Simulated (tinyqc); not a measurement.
Effective mass of the heavy-hole band from tabulated energies: one step. Finite differences. Two cases, with inputs chosen for the exercise.

Problem. The band is even in k. m = c k^2/E(k) from the points 1, 2, 4 (k = 0 is point 0); Richardson from points 1 and 2: c/m = [16 E(k1) - E(k2)]/(12 k1^2).

c = hbar^2/2m0.
Constants: hbar^2/2m0 = 3.80998211 eV angstrom^2.

Give: m from points 1, 2, 4; m by Richardson.

Case 1.

Energies along [110], from the band edge downward:

| k (1/angstrom) | E (meV) |
|---|---|
| 0.0000000 | 0.000000 |
| 0.0170000 | 1.638700 |
| 0.0340000 | 6.443300 |
| 0.0510000 | 14.084400 |
| 0.0680000 | 24.034500 |
| 0.0850000 | 35.620200 |
| 0.1020000 | 48.115800 |
| 0.1190000 | 60.865400 |
| 0.1360000 | 73.387200 |

reference mass (curvature of the model at k = 0.0001 1/angstrom) = 0.6681443 m0

Solution.

m from points 1, 2, 4 (m0): 0.67193  0.68355  0.73300

m by Richardson = 0.66814 m0

Errors against the reference: +0.57, +2.31 and +9.71 % and 0.00 %. The extrapolation removes the k^4 term.

Case 2.

Energies along [110], from the band edge downward:

| k (1/angstrom) | E (meV) |
|---|---|
| 0.0000000 | 0.000000 |
| 0.0072000 | 0.220200 |
| 0.0144000 | 0.877000 |
| 0.0216000 | 1.959400 |
| 0.0288000 | 3.449200 |
| 0.0360000 | 5.320800 |
| 0.0432000 | 7.542800 |
| 0.0504000 | 10.077700 |
| 0.0576000 | 12.884300 |

reference mass (curvature of the model at k = 0.0001 1/angstrom) = 0.8957873 m0

Solution.

m from points 1, 2, 4 (m0): 0.89695  0.90084  0.91620

m by Richardson = 0.89567 m0

Errors against the reference: +0.13, +0.56 and +2.28 % and -0.01 %. The extrapolation removes the k^4 term.

Computed by tinyqc, one run a case: `OMP_NUM_THREADS=1 python tinyqc.py N N+1 out.jsonl` with N = 1850045, 1850055; one thread of a shared Intel(R) Xeon(R) Processor @ 2.30GHz, about 0.01 s a run at most.
